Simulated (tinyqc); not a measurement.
# Van der Pauw, Hall and four-point-probe measurements on a doped layer: correction factor against the shape of the sample

A uniform n-type layer with sheet resistance Rs = 1/(q ns mu), point contacts, low field (mu B small).

Rs = 1/(q ns mu). For a rectangle with contacts at the corners, RA = (8 Rs/pi) sum_(k>=0) ln coth((2k + 1) pi a/(2 b)) with current along a short side b and voltage along the opposite one, RB the same with a and b exchanged. ar = a/b. F = Rs/[(pi/ln 2)(RA + RB)/2]; small-asymmetry estimate 1 - (ln 2/2) d^2 - ((ln 2)^2/4 - (ln 2)^3/12) d^4 with d = (RB - RA)/(RB + RA).

Inputs (values chosen for the exercise): sheet density of the layer ns = 1.3e14 cm^-2; drift mobility mu = 570 cm^2/(V s).

Constants: q = 1.602176634e-19 C. Results are converted to the units shown.

Results:

| ar | RA (ohm) | RB (ohm) | RB/RA | F | estimate of F |
|---|---|---|---|---|---|
| 1 | 18.58 | 18.58 | 1.000 | 1.000 | 1.000 |
| 1.14 | 11.95 | 27.41 | 2.293 | 0.9442 | 0.9444 |
| 1.43 | 4.802 | 48.47 | 10.09 | 0.6977 | 0.7254 |
| 1.57 | 3.093 | 59.44 | 19.22 | 0.5944 | 0.6577 |
| 1.71 | 1.992 | 70.69 | 35.48 | 0.5114 | 0.6167 |
| 1.86 | 1.244 | 82.95 | 66.70 | 0.4415 | 0.5917 |
| 2 | 0.8011 | 94.52 | 118.0 | 0.3899 | 0.5787 |

Estimate the missing row, ar = 1.29.

Computed row:

| ar | RA (ohm) | RB (ohm) | RB/RA | F | estimate of F |
|---|---|---|---|---|---|
| 1.29 | 7.457 | 37.95 | 5.089 | 0.8185 | 0.8249 |

With this row back in the table: RB/RA rises from 1.00 to 118 and F falls from 1.00 to 0.390. The estimate is 0.78 % above F at a/b = 1.29 and 48 % above it in the last row. RA shrinks about as exp(-pi a/b): by a factor of 1.55 between the last two rows, against 1.55.

Numbers from tinyqc (`OMP_NUM_THREADS=1 python tinyqc.py 2850130 2850131 out.jsonl`; about 0.01 s on one thread of a shared Intel Xeon 2.30GHz).
